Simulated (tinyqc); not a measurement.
Minority-electron transport through the base of a bipolar transistor (Moll-Ross and Kroemer integrals): one step, computed by the program tinyqc. Command: `OMP_NUM_THREADS=1 python tinyqc.py 3030131 3030132 out.jsonl base walk`. One thread of a shared host (Intel(R) Xeon(R) Processor @ 2.30GHz), about 0.01 s of CPU time with the checks.

Low injection, one dimension, x from the emitter edge (0) to the collector edge (W), s = x/W. Recombination is treated as a small correction (valid for tau_B well below tau_n), computed from the stored charge.

Task: Gain and speed. Emitter-limited gain beta_E = G_E/G_B; recombination-limited gain beta_R = tau_n/tau_B; 1/beta = 1/beta_E + 1/beta_R; f_T from the base alone = 1/(2 pi tau_B).

Inputs (values chosen for the exercise, modelled on GaAs):
```
quantity,value,unit
saturation velocity v_s,0.81,1e7 cm/s
electron lifetime tau_n,52,ns
emitter Gummel number G_E,1.6e+13,s/cm^4
temperature T,300,K
```

Base doping profile: Gaussian. Gap grading: linear. Exit of the base: saturation velocity.

base Gummel number G_B = 4.668864e+11 s/cm^4

base transit time tau_B = 0.06830036 ps

Give: beta_E; beta_R; current gain beta; f_T from the base alone.

Result:

beta_E = 34.27

beta_R = 7.613e+05

current gain beta = 34.27

f_T from the base alone = 2330 GHz

The gain is limited mainly by hole injection into the emitter (100 % of the base current). Caution: the mean velocity exceeds v_s, so drift-diffusion with a low-field mobility overstates the speed.
